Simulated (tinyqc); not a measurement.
# Trap density from the capacitance step

Inverse problem. A junction with shallow donors Nd and a deep trap has C_HF = eps0 eps_r/W and C_LF = eps0 eps_r (Nd + Nt)/(Nd W + Nt xt), xt = W - lam. Find W, xt and Nt.

Parameters, values chosen for the exercise: relative permittivity eps_r = 15.8; shallow donor density Nd = 3.3e15 cm^-3.

Constants: eps0 = 8.8541878128e-14 F/cm where lengths are in cm. Results are converted to the units shown.

C_HF = 38.246235 nF/cm^2
C_LF = 49.700648 nF/cm^2
lam = 180.22773 nm

Answer. C_HF gives W. With y = C_LF/C_HF, Nt/Nd = (y - 1)/(1 - y xt/W).

W = 365.8 nm
xt = 185.5 nm
Nt = 2.900e15 cm^-3

Numbers from tinyqc (`OMP_NUM_THREADS=1 python tinyqc.py 2050086 2050087 out.jsonl`; about 0.01 s on one thread of a shared Intel Xeon 2.30GHz).
